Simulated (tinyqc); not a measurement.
Worked calculation: UHF in the 6-311g basis, for H2-, spin multiplicity 2. The basis has no diffuse functions, so it cannot describe the extra electron: this is an exercise in the method, not the real anion. One step of it, computed by the program tinyqc.

Question. Orthogonalisation. S = U s U^T; symmetric (Loewdin) form X = U s^(-1/2) U^T, so that X^T S X = 1.

overlap S, order 1H 1s, 1H 2s, 1H 3s, 2H 1s, 2H 2s, 2H 3s:
$$\begin{pmatrix}
1.000000 & 0.706377 & 0.373664 & 0.066279 & 0.235729 & 0.249855 \\
0.706377 & 1.000000 & 0.788963 & 0.235729 & 0.500957 & 0.566405 \\
0.373664 & 0.788963 & 1.000000 & 0.249855 & 0.566405 & 0.804163 \\
0.066279 & 0.235729 & 0.249855 & 1.000000 & 0.706377 & 0.373664 \\
0.235729 & 0.500957 & 0.566405 & 0.706377 & 1.000000 & 0.788963 \\
0.249855 & 0.566405 & 0.804163 & 0.373664 & 0.788963 & 1.000000
\end{pmatrix}$$

Give: eigenvalues of S; X.

Answer.

eigenvalues of S: [0.0528, 0.1312, 0.2941, 0.7300, 1.2817, 3.5102]

X, order 1H 1s, 1H 2s, 1H 3s, 2H 1s, 2H 2s, 2H 3s:
$$\begin{pmatrix}
1.3756 & -0.7516 & 0.2099 & 0.0443 & 0.0108 & -0.0490 \\
-0.7516 & 2.1654 & -1.0356 & 0.0108 & -0.3272 & 0.2368 \\
0.2099 & -1.0356 & 2.2306 & -0.0490 & 0.2368 & -1.0237 \\
0.0443 & 0.0108 & -0.0490 & 1.3756 & -0.7516 & 0.2099 \\
0.0108 & -0.3272 & 0.2368 & -0.7516 & 2.1654 & -1.0356 \\
-0.0490 & 0.2368 & -1.0237 & 0.2099 & -1.0356 & 2.2306
\end{pmatrix}$$
